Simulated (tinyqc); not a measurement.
AlGaN/GaN HEMT with access regions, lumped model: two steps of the calculation.

A polarisation-induced electron sheet under a Schottky gate, in series with two ungated access regions and contacts. Drift law v = mu E/(1 + mu E/vs) under the gate. Currents in mA/mm, resistances in ohm mm. No self-heating, no channel-length modulation; fits for polarisation, barrier and offset are chosen for the exercise.

Values chosen for this exercise; values close to those of AlGaN/GaN structures: aluminium share of the barrier x = 0.35; barrier thickness d = 18 nm; relative permittivity of barrier and channel eps_r = 9.4; channel mobility mu = 1700 cm^2/(V s); saturation velocity vs = 1.1e7 cm/s; gate length Lg = 1.5 um; source access length Ls = 1 um; drain access length Ld = 12 um; resistance of each contact Rc = 0.35 ohm mm; share of the drain-access electrons removed by traps ft = 0.38; gate voltage Vg = -1 V; drain voltage Vd = 0.5 V.

Constants: q = 1.602176634e-19 C, eps0 = 8.8541878128e-14 F/cm where lengths are in cm. Results are converted to the units shown.

Question 1. Polarisation charge, threshold and sheet resistance. sigma = (5e13 x + 1.6e13 x^2) cm^-2, phiB = 0.84 + 1.3 x, dEc = 0.7 (1.71 x + x^2) in volts, Cb = eps0 eps_r/d, VT = phiB - dEc - q sigma/Cb, access density n0 = -Cb VT/q. Rsh = 1/(q mu n0); largest access current q n0 vs.

Find: sigma; Cb; VT; n0; Rsh; q n0 vs.

Answer 1.

sigma = 1.946e13 cm^-2
Cb = 0.4624 uF/cm^2
VT = -5.953 V
n0 = 1.718e13 cm^-2
Rsh = 213.7 ohm
q n0 vs = 3028 mA/mm

Question 2. Drain current. Access resistance R(L, n) = L/(q mu n sqrt(1 - (I/(q n vs))^2)); Rs = Rc + R(Ls, n0), Rd = Rc + R(Ld, (1 - ft) n0). Vg' = Vg - I Rs, Vd' = Vd - I (Rs + Rd); with u = Vg' - VT, Vc = vs Lg/mu and w the smaller of Vd' and Vc [sqrt(1 + 2 u/Vc) - 1] (0 if negative), the channel gives (mu Cb/Lg)(u w - w^2/2)/(1 + w/Vc). I(new) = I + 0.1 (channel current - I).

I after iteration 1 = 95.031415 mA/mm
VT = -5.9526378 V
Cb = 0.46238536 uF/cm^2
n0 = 1.7179208e13 cm^-2

Wanted: Rs; Rd; Vg'; Vd'; channel current; I after iteration 2.

Answer 2.

Rs = 0.5638 ohm mm
Rd = 4.492 ohm mm
Vg' = -1.054 V
Vd' = 0.01956 V
channel current = 49.13 mA/mm
I after iteration 2 = 90.44 mA/mm

tinyqc, about 0.01 s, one thread, Intel Xeon 2.30GHz (shared host): `OMP_NUM_THREADS=1 python tinyqc.py 2570025 2570026 out.jsonl`
